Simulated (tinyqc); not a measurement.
Thickness series: Landau-Devonshire theory of a uniaxial ferroelectric. Computed by tinyqc, a small Python program. Command: `OMP_NUM_THREADS=1 python tinyqc.py 3012353 3012354 out.jsonl ferro walk`. One thread of a shared host (Intel(R) Xeon(R) Processor @ 2.30GHz), about 0.01 s of CPU time with the checks.

G(P) = (alpha/2) P^2 + (beta*/4) P^4 + (gamma/6) P^6 - E P per volume, SI units, one domain, P along the polar axis, which is normal to the film.

Inputs (values chosen for the exercise, for a model ferroelectric):
```
quantity                          value             unit
alpha_0                          565000      J m/(C^2 K)
Curie-Weiss temperature T0          720                K
beta                           2.77e+08        J m^5/C^4
gamma                          7.17e+09        J m^9/C^6
temperature T                       296                K
misfit strain u_m                -0.014                -
electrostriction Q12             -0.038          m^4/C^2
compliance s11 + s12            3.3e-12            m^2/N
film thickness d                    6.7               nm
screening length lambda          0.0089               nm
background permittivity eps_b         5                -
series capacitance C_d              4.5  microfarad/cm^2
```

Sample: epitaxial film.

Constants: eps_0 = 8.8541878128e-12 F/m.

Method:
- alpha = alpha_0 (T - T0*), with clamping: T0* = T0 + 4 Q12 u_m/(alpha_0 (s11 + s12)), beta* = beta + 4 Q12^2/(s11 + s12).
- Ps^2 = [-beta* + sqrt(beta*^2 - 4 alpha gamma)]/(2 gamma).
- chi = 1/(eps_0 G''), G'' = alpha + 3 beta* P^2 + 5 gamma P^4 at Ps. Ps, chi and the coercive field are for perfect screening, without a depolarising field. The intrinsic coercive field is |alpha P + beta* P^3 + gamma P^5| at the P_c where G'' = 0. 1 C/m^2 = 100 microcoulomb/cm^2.
- Between shorted electrodes with screening length lambda each, the depolarising field is -k P, k = 2 lambda/(eps_0 (d + 2 lambda eps_b)), so alpha turns into alpha + k.
- The polar state is the lowest uniform state while alpha + k < 0 (beta* > 0) or < 3 beta*^2/(16 gamma) (beta* < 0); setting the equality gives the critical thickness d_c.
- Domains are left out, though they can pre-empt both the loss of P and the state at P = 0. The second and third columns are for the shorted capacitor, polar only where it is the lowest uniform state: alpha + k < 0 (beta* > 0) or < 3 beta*^2/(16 gamma) (beta* < 0). The last column is another circuit, the film in series with C_d at P = 0: 1/C = (alpha d)/(1 + alpha eps_0 eps_b) + 1/C_d, and P = 0 is locally stable while 1/C > 0; a dash marks the rest.

alpha = -8.84408e+08 J m/C^2

beta* = 2.02730e+09 J m^5/C^4

critical thickness d_c = 2.18410 nm

spontaneous polarisation Ps = 48.7055 microcoulomb/cm^2

Against thickness:
```
d (nm)  P (microcoulomb/cm^2)  depolarising field (MV/m)  C of the stack / C_d
1                       0.000                       0.00                1.0432
2                       0.000                       0.00                1.0903
3                      29.648                     192.95                1.1419
5                      39.456                     155.87                1.2612
8                      43.391                     107.84                1.4956
15                     46.025                      61.32                2.6406
30                     47.403                      31.67                     -
60                     48.063                      16.08                     -
150                    48.451                       6.49                     -
```

What follows from these numbers?

The polar state appears between 2 and 3 nm (d_c = 2.18 nm), and at 150 nm P is 99.5 % of Ps. The stack exceeds C_d wherever it is stable, up to 2.64 times: the ferroelectric held at P = 0 acts as a negative capacitance. Caution: the strain shifts T0 by more than 500 K here, which is beyond the range where constant coefficients hold. Caution: far below T0* the expansion with linear alpha(T) is only a fit.

Extremes, crossings and ranges named in words are read from the listed rows.
